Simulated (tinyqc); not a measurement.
# Zener tunnelling in a reverse-biased junction, two-band WKB: two studies

Abrupt p-n junction, depletion approximation. Energies E are counted from the conduction-band edge of the neutral n side; its Fermi level lies at dn, that of the p side at dn - V, and the valence-band edge of the neutral p side at Em = dn + dp - V. Tunnelling needs 0 < E < Em. Two-band dispersion with equal masses m: inside the gap kappa = sqrt(m u (1 - u/Eg)/C), u the distance from a band edge, C = hbar^2/(2 m0).

Inputs (values chosen for the exercise); band and dielectric values close to those of indium phosphide:
- T = 350 K (temperature)
- Eg = 1.34 eV (band gap)
- eps_r = 12.6 (relative permittivity)
- Nc = 7.26e17 cm^-3 (conduction-band density of states at 350 K)
- Nv = 1.41e19 cm^-3 (valence-band density of states at 350 K)
- m = 0.1 m0 (band-edge mass of the two-band model)
- Na = 2.1e19 cm^-3 (acceptor density)
- Nd = 2.7e18 cm^-3 (donor density)
- V = -2.4 V (bias of the p side)

Constants: q = 1.602176634e-19 C, kB = 1.380649e-23 J/K, hbar = 1.054571817e-34 J s, h = 6.62607015e-34 J s, m0 = 9.1093837015e-31 kg, Vt = kB T/q, eps0 = 8.8541878128e-14 F/cm where lengths are in cm, hbar^2/(2 m0) = 0.0380998212 eV nm^2. Results are converted to the units shown.

Each table varies one quantity; the others keep the values above.

## Effect of the band gap with the mass tied to it

The mass follows the gap, m = 0.1 Eg/1.34 eV, as in a two-band model with a fixed matrix element; Nc, Nv and eps_r are held. Nd = Nc F12(dn/Vt), Na = Nv F12(dp/Vt), F12(x) = (2/sqrt(pi)) int_0^infinity sqrt(u)/(1 + exp(u - x)) du; dn = EF - Ec on the n side, dp = Ev - EF on the p side (negative outside the bands); Vbi = Eg + dn + dp. W = sqrt(2 eps0 eps_r (Vbi - V)(1/Na + 1/Nd)/q), mean field F = (Vbi - V)/W, peak field 2 F. In a uniform field F the exponent is S = pi sqrt(m/C) Eg^1.5/(4 F). Transverse energy Et = C kt^2/m raises it to S (1 + 4 Et/Eg), so T = exp(-S) exp(-Et/Eb) with Eb = Eg/(4 S). KJ = (2 q^2/h) m/(4 pi C) (times 1e14 for A/cm^2 per eV^2). J = KJ exp(-S) Eb times the integral from 0 to Em of [f(E - dn) - f(E - dn + V)] [1 - exp(-min(E, Em - E)/Eb)] dE, f(x) = 1/(1 + exp(x/Vt)), with S and Eb from the mean field; J > 0 flows from p to n.

Results:

| Eg (eV) | Vbi (V) | mean field (MV/cm) | S | J (A/cm^2) | S at fixed m |
|---|---|---|---|---|---|
| 0.67 | 0.7750 | 0.7385 | 6.681 | -6.034e4 | 9.449 |
| 0.86 | 0.9650 | 0.7603 | 10.69 | -1127 | 13.35 |
| 1.05 | 1.155 | 0.7815 | 15.51 | -9.403 | 17.52 |
| 1.24 | 1.345 | 0.8021 | 21.07 | -0.03701 | 21.90 |
| 1.63 | 1.735 | 0.8428 | 34.65 | -4.929e-8 | 31.42 |
| 1.82 | 1.925 | 0.8620 | 42.24 | -2.550e-11 | 36.24 |
| 2.01 | 2.115 | 0.8807 | 50.42 | -7.273e-15 | 41.17 |

Estimate the missing row, Eg = 1.44 eV.

Computed row:

| Eg (eV) | Vbi (V) | mean field (MV/cm) | S | J (A/cm^2) | S at fixed m |
|---|---|---|---|---|---|
| 1.44 | 1.545 | 0.8232 | 27.69 | -5.090e-5 | 26.71 |

With this row back in the table: S rises from 6.68 to 50.4, as Eg^(1.84), against Eg^(1.34) at fixed m; at a fixed field the powers would be 2 and 1.5, and the field grows with Vbi. |J| falls from 60300 to 7.27e-15 A/cm^2.

## Exponent along the true band profile

Along the true parabolic profile the field at the point where the conduction edge stands at e = E + u is sqrt(2 q Nd e/(eps0 eps_r)) for e < a D and sqrt(2 q Na (D - e)/(eps0 eps_r)) above, D = Vbi - V, a = Na/(Na + Nd); S(E) = 2 int_0^Eg kappa(u) du/field.

Exponent along the true band profile:

| E (eV) | S(E) | S(E)/S of the mean field |
|---|---|---|
| 0.15 | 26.91 | 1.108 |
| 0.426 | 22.29 | 0.9177 |
| 0.701 | 19.61 | 0.8076 |
| 0.977 | 17.75 | 0.7310 |
| 1.252 | 16.36 | 0.6736 |
| 1.528 | 15.25 | 0.6281 |
| 1.804 | 14.35 | 0.5909 |
| 2.079 | 13.59 | 0.5598 |
| 2.355 | 13.36 | 0.5501 |

What does the comparison show?

S(E) falls from 26.9 to 13.4. The mean field gives S = 24.3 and the peak field 12.1; the smallest S(E) is 0.55 of the mean-field value, so the mean field understates the best transmission by a factor of 55700.

Range of the model: Parabolic densities of states, no band tails and no gap narrowing, all of which matter at such doping.

tinyqc, about 0.01 s, one thread, Intel Xeon 2.30GHz (shared host): `OMP_NUM_THREADS=1 python tinyqc.py 2620019 2620020 out.jsonl`
